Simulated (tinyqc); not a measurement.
Changing the bath conductivity kappa: electroplating on a thin resistive seed layer: kinetics, Wagner number and the terminal effect across a wafer. Computed by tinyqc, a small Python program. Command: `OMP_NUM_THREADS=1 python tinyqc.py 3120305 3120306 out.jsonl terminal sweep`. One thread of a shared host (Intel(R) Xeon(R) Processor @ 2.30GHz), about 0.05 s of CPU time with the checks.

Current enters the seed at the rim. The bath is treated as a local resistance per area (no lateral flow in the liquid), two electrons per ion, molar volume 7.11 cm^3/mol, Faraday constant F = e N_A, kinematic viscosity 0.01 cm^2/s, omega = 2 pi x rpm/60; k_B T/e is in volts.

Inputs (values chosen for the exercise, of the order of those for copper plating from an acid sulfate bath):

| quantity | value | unit |
|---|---|---|
| wafer radius R | 10 | cm |
| seed thickness t | 120 | nm |
| seed resistivity | 3.3 | microohm cm |
| gap to the anode h | 7.6 | cm |
| extra resistance of a porous plate | 0 | ohm cm^2 |
| exchange current density i_0 | 0.071 | mA/cm^2 |
| cathodic transfer coefficient alpha | 0.31 | - |
| mean current density | 10 | mA/cm^2 |
| diffusivity of the metal ion | 5.2e-06 | cm^2/s |
| metal ion concentration | 0.84 | mol/L |
| rotation rate | 100 | rpm |
| temperature T | 298 | K |

Constants: e = 1.602176634e-19 C; N_A = 6.02214076e+23 1/mol; k_B = 8.617333262e-05 eV/K.

Method:
- Growth rate = i V_m/(2 F). Levich limit i_L = 0.62 x 2 F D^(2/3) omega^(1/2) nu^(-1/6) c. Tafel overpotential eta = (k_B T/(alpha e)) ln(i/i_0); kinetic resistance k_B T/(alpha e i); bath resistance h/kappa + plate; R_s = resistivity/t; Wagner number = kinetic resistance x kappa/R.
- Linearised: with R_t = kinetic + bath resistance the current density obeys (1/r)(r i')' = i R_s/R_t, so i = A I_0(r/l), l = sqrt(R_t/R_s); with x = R/l, edge/centre = I_0(x) and edge/mean = x I_0(x)/(2 I_1(x)).
- Voltage drop in the seed for a uniform current: i R_s R^2/4.
- Full model: seed potential phi(r) with (1/r)(r phi')' = R_s i, where i solves phi = R_b i + (k_B T/(alpha e)) ln(i/i_0) (phi being the driving voltage left at r); phi'(0) = 0 and phi'(R) = R_s i_mean R/2. Solved by collocation to a tolerance of 1e-7.

One run for each value:

| bath conductivity kappa (S/cm) | edge over centre, full model | Wagner number | bath resistance R_b (ohm cm^2) |
|---|---|---|---|
| 0.010 | 1.0090 | 0.00828 | 760.00 |
| 0.018 | 1.0160 | 0.01491 | 422.22 |
| 0.032 | 1.0282 | 0.02651 | 237.50 |
| 0.100 | 1.0832 | 0.08284 | 76.00 |
| 0.190 | 1.1475 | 0.15739 | 40.00 |
| 0.330 | 1.2316 | 0.27336 | 23.03 |
| 0.600 | 1.3550 | 0.49703 | 12.67 |

Give the missing row, bath conductivity kappa (S/cm) = 0.058.

Computed row:
```
bath conductivity kappa (S/cm)  edge over centre, full model  Wagner number  bath resistance R_b (ohm cm^2)
0.058                                                 1.0500        0.04805                          131.03
```

Interpolating between the two neighbouring rows (the first column on a logarithmic scale, the others too where they are positive) misses most in edge over centre, full model, by 0.63 %. Over the rows, edge over centre, full model rises from 1.01 to 1.35 (exponent d ln y / d ln x 0.012 between the first rows and 0.16 between the last); Wagner number rises from 0.00828 to 0.497 (exponent d ln y / d ln x about 1.0 throughout); bath resistance R_b (ohm cm^2) falls from 760 to 12.7 (exponent d ln y / d ln x about -1.00 throughout). A less conductive bath evens out the terminal effect, although it lowers the Wagner number, which measures only kinetics against the bath.
